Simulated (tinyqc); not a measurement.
Punch-through p+-n junction, ionisation integral and breakdown: one step of the calculation.

A p+ layer at x < 0 and an n drift layer from x = 0 to L on an n+ substrate. Depletion approximation, built-in voltage neglected. Local ionisation coefficients alpha_n = an exp(-(bn/E)^mx), alpha_p = ap exp(-(bp/E)^mx). Electrons move towards +x, holes towards x = 0.

Task. Ionisation integrals by the trapezoid rule. G(x) = integral from 0 to x of (alpha_n - alpha_p); I_n = integral of alpha_n exp(-G) (electrons injected at x = 0), I_p = integral of alpha_p exp(G(end) - G) (holes injected at the far edge); M = 1/(1 - I). All integrals by the trapezoid rule on the grid.

x, point 0 to 11 (um): [0.000000, 1.545455, 3.090909, 4.636364, 6.181818, 7.727273, 9.272727, 10.818182, 12.363636, 13.909091, 15.454545, 17.000000]
alpha_n, point 0 to 11 (1/cm): [35.889922, 10.085451, 2.2725590, 0.38549816, 0.045005103, 0.0031691257, 1.0994879e-4, 1.3553472e-6, 3.3747709e-9, 5.8385788e-13, 7.1216512e-19, 1.5898882e-29]
alpha_p, point 0 to 11 (1/cm): [9480.9258, 4402.6785, 1789.0793, 612.38565, 167.24878, 33.652781, 4.4147153, 0.30989887, 0.0082747379, 4.4099777e-5, 1.1770751e-8, 4.3085811e-15]

Find: G; alpha_n exp(-G); I_n; I_p; M_n; M_p.

Result.

G, point 0 to 11: [0.000, -1.069, -1.547, -1.732, -1.792, -1.808, -1.811, -1.811, -1.811, -1.811, -1.811, -1.811]
alpha_n exp(-G), point 0 to 11 (1/cm): [35.89, 29.38, 10.67, 2.18, 0.27, 0.02, 0.00, 0.00, 0.00, 0.00, 0.00, 0.00]
I_n = 0.009345
I_p = 0.7747
M_n = 1.009
M_p = 4.439

Numbers from tinyqc (`OMP_NUM_THREADS=1 python tinyqc.py 2120007 2120008 out.jsonl`; about 0.1 s on one thread of a shared Intel Xeon 2.30GHz).
